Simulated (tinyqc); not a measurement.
# Fully depleted semiconductor-on-insulator film with two gates, non-linear Poisson equation by Newton steps: two studies

One dimension across the film, front interface at x = 0, back interface at x = ts. psi is counted from the intrinsic level, n = ni exp(psi/Vt) (source grounded), holes neglected, acceptors ionised. Gates act through Cox = eps0 eox/tox and Cbox = 3.9 eps0/tb with potentials G1 = Vg - (phiM - chi - Vt ln(Nc/ni)) and G2 = Vb - (phiB - chi - Vt ln(Nc/ni)). Classical Boltzmann densities, no interface charge, no depletion in the back plane.

Values chosen for this exercise; band and dielectric values those of a made-up semiconductor: temperature T = 300 K; band gap Eg = 0.973 eV; relative permittivity eps_r = 12.4; conduction-band density of states at T Nc = 2.31e19 cm^-3; valence-band density of states at T Nv = 3.2e19 cm^-3; electron affinity chi = 5.09 eV; relative permittivity of the gate insulator (close to hafnium oxide) eox = 21.5; insulator thickness tox = 4.2 nm; film thickness ts = 9 nm; buried-oxide thickness (eps_r 3.9) tb = 14 nm; acceptor density of the film Na = 1.1e17 cm^-3; work function of the front gate phiM = 5.2 eV; work function of the back plane phiB = 5.59 eV; back-gate voltage Vb = -0.7 V.

Constants: q = 1.602176634e-19 C, kB = 1.380649e-23 J/K, Vt = kB T/q, eps0 = 8.8541878128e-14 F/cm where lengths are in cm. Results are converted to the units shown.

Each table varies one quantity; the others keep the values above.

## Charge against front-gate voltage

ni = sqrt(Nc Nv) exp(-Eg/(2 Vt)), Eg in volts. The Poisson equation eps0 eps_r d2psi/dx2 = q (n + Na), with -eps0 eps_r dpsi/dx = Cox (G1 - psi) at x = 0 and eps0 eps_r dpsi/dx = Cbox (G2 - psi) at x = ts, is solved on 300 equal intervals with half boxes at both ends; N_inv is the trapezoid sum of n. Swing = ln 10/(d ln N_inv/dVg); the last column is (dN_inv/dVb)/(dN_inv/dVg).

Charge against front-gate voltage:
columns A: Vg (V); B: psi front (V); C: psi back (V); D: N_inv (cm^-2); E: centroid/ts; F: swing (mV/decade); G: q dN_inv/dVg over Cox; H: back/front leverage
```
A           B        C        D       E       F        G       H
-0.32  0.0159   -0.113   5.87e4   0.191    64.3  7.43e-8  0.0800
-0.17   0.159  0.00646   1.28e7   0.164    64.0  1.63e-5  0.0749
-0.02   0.303    0.126   2.85e9   0.143    64.0  0.00362  0.0709
0.13    0.434    0.230  3.68e11   0.121    99.3    0.302  0.0660
0.28    0.500    0.263  2.71e12  0.0895     309    0.713  0.0583
0.43    0.532    0.271  6.03e12  0.0690     590    0.832  0.0543
0.58    0.553    0.274  9.68e12  0.0564     892    0.883  0.0523
0.73    0.568    0.276  1.35e13  0.0479  1.21e3    0.911  0.0511
0.88    0.580    0.277  1.74e13  0.0419  1.52e3    0.928  0.0503
```

What does the comparison show?

N_inv passes 1e11 cm^-2 at Vg = 0.0826 V. The swing starts at 64.3 mV a decade, against (1 + k) Vt ln 10 = 62.2 for a front channel with k = Cs Cbox/(Cox (Cs + Cbox)) = 0.0453, Cs = eps0 eps_r/ts; above threshold this column is no longer a subthreshold swing. The centroid falls from 0.191 to 0.0419 of ts and the leverage of the back gate falls from 0.0800 to 0.0503. For Vg = 0.28, 0.43, 0.58, 0.73, 0.88 the density at an interface exceeds 0.3 Nc, where Boltzmann statistics fail. In every row the classical centroid lies within 3 nm of an interface, where confinement, left out, would push it away.

## Threshold and coupling against the back-gate voltage

VT is the Vg for N_inv = 1e11 cm^-2; -dVT/dVb from the linearised equation. Limits with Cs = eps0 eps_r/ts: front channel Cs Cbox/(Cox (Cs + Cbox)), back channel Cbox (Cox + Cs)/(Cox Cs). Swing at N_inv = 1e8 cm^-2.

The same in every row: front-channel limit = 0.0453; back-channel limit = 0.257.

Threshold and coupling against the back-gate voltage:
```
Vb (V)   VT (V)  centroid/ts at VT  -dVT/dVb  swing (mV/decade)
-3        0.216             0.0435    0.0529               62.7
-2.25     0.175             0.0555    0.0551               62.9
-1.5      0.133             0.0766    0.0588               63.1
-0.75    0.0860              0.124    0.0673               63.8
0        0.0271              0.283    0.0962               66.4
0.75    -0.0728              0.676     0.176               71.5
1.5      -0.227              0.875     0.225               73.3
2.25     -0.401              0.927     0.238               73.9
3        -0.582              0.949     0.244               74.1
```

As Vb goes from -3 to 3, VT falls from 0.216 to -0.582 V, the centroid rises from 0.0435 to 0.949 of ts and -dVT/dVb rises from 0.0529 to 0.244. The coupling covers 3.63 % of the way from the front-channel to the back-channel limit in the first row and 93.8 % in the last. A positive back bias draws the electrons to the back interface, where the back gate has more leverage and the front gate less, so the swing worsens.

tinyqc, about 0.4 s, one thread, Intel Xeon 2.30GHz (shared host): `OMP_NUM_THREADS=1 python tinyqc.py 2190067 2190068 out.jsonl`
